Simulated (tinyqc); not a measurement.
A square-lattice strip 2 sites wide, recursive Green functions: effect of the strength of the potential.

The device has N = 4 slices of 2 site(s), nearest-neighbour hopping -t, and site energies U; the leads are semi-infinite continuations with site energy 0. V = <i+1|H|i> = -t 1.

Transverse modes n = 1..2: chi_n(j) = sqrt(2/3) sin(pi n j/3), energy e_n = -2 t cos(pi n/3). Sigma = t^2 sum_n chi_n chi_n^T g(E - e_n), g(x) = (x - i sqrt(4 t^2 - x^2))/(2 t^2) for |x| < 2 t and (x - sign(x) sqrt(x^2 - 4 t^2))/(2 t^2) otherwise; Gamma = i (Sigma - Sigma^dagger); both leads give the same. Forward pass: g_1 = (E - H_1 - Sigma)^(-1), g_i = (E - H_i - V g_(i-1) V^dagger)^(-1), with Sigma also subtracted on the last slice; G_(i,1) = g_i V G_(i-1,1), starting from g_1. H_i is the block of slice i: its site energies on the diagonal and -t between neighbouring rows. T(E) = Tr[Gamma G_(N,1) Gamma G_(N,1)^dagger]. All U are multiplied by the factor sc.

Inputs (values chosen for the exercise):
- t = 1 eV (hopping (matrix element -t))
- U = [0.18, 0.28, 0.19, 0.41, 0.22, -0.05, -0.39, -0.11] eV (site energies, slice by slice (2 a slice))
- E = 2.17 eV (energy)

Effect of the strength of the potential:

| sc | T(E) | reflection, modes - T(E) |
|---|---|---|
| 0 | 1.0000 | 0 |
| 0.25 | 0.99669 | 0.0033144 |
| 0.5 | 0.98856 | 0.011443 |
| 0.75 | 0.97785 | 0.022153 |
| 1 | 0.96616 | 0.033841 |
| 1.25 | 0.95454 | 0.045465 |
| 1.5 | 0.94355 | 0.056453 |
| 1.75 | 0.93336 | 0.066635 |
| 2 | 0.92381 | 0.076194 |

T(E) falls from 1.00 to 0.924. At sc = 0 the device equals the leads and transmits all 1 open mode(s). Between the first two non-zero rows the reflection goes as sc^(1.79); weak scattering gives sc^2.

Computed by the program tinyqc: `OMP_NUM_THREADS=1 python tinyqc.py 2660119 2660120 out.jsonl`, one thread of a shared Intel Xeon 2.30GHz, about 0.02 s for the whole run.
